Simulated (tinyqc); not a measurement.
# Charge imbalance from the loss of breakdown voltage

Problem. In a superjunction of pillar doping N and length Lp an imbalance dl lowers BV by q |dl| N Lp^2/(4 eps0 eps_r), as long as the field reaches through the pillar. Find |dl| and the net dose error |dl| N wp.

Inputs (values chosen for the exercise): relative permittivity of the semiconductor eps_r = 11.5; width of each pillar wp = 5 um.

Constants: q = 1.602176634e-19 C, eps0 = 8.8541878128e-14 F/cm where lengths are in cm. Results are converted to the units shown.

BV balanced and BV measured (V): [340, 335.75034]
N = 3.8894447e15 cm^-3
Lp = 13.175623 um

Answer. The loss is linear in |dl|; its sign cannot be told from BV.

|dl| = 1.60 %
dose error = 3.11e10 cm^-2

Numbers from tinyqc (`OMP_NUM_THREADS=1 python tinyqc.py 2590013 2590014 out.jsonl`; about 0.01 s on one thread of a shared Intel Xeon 2.30GHz).
